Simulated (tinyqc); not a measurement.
## Ideality, resistance and saturation current from three points

Inverse problem. Well above I0 a diode obeys V = n Vt ln(I/I0) + Rs I. Find n, Rs and I0.

Values chosen for this exercise:
```
symbol,value,unit,meaning
T,250,K,temperature
```

Constants: q = 1.602176634e-19 C, kB = 1.380649e-23 J/K, Vt = kB T/q. Results are converted to the units shown.

I (A): 0.0011  0.013  0.15
V (V): 0.24007518  0.31341191  0.53629584

Answer. The equation is linear in a = n Vt, Rs and c = -a ln I0; three points give a 3 x 3 system.

n = 1.110
Rs = 1.200 ohm
I0 = 5.073e-8 A

Numbers from tinyqc (`OMP_NUM_THREADS=1 python tinyqc.py 2640081 2640082 out.jsonl`; about 0.01 s on one thread of a shared Intel Xeon 2.30GHz).
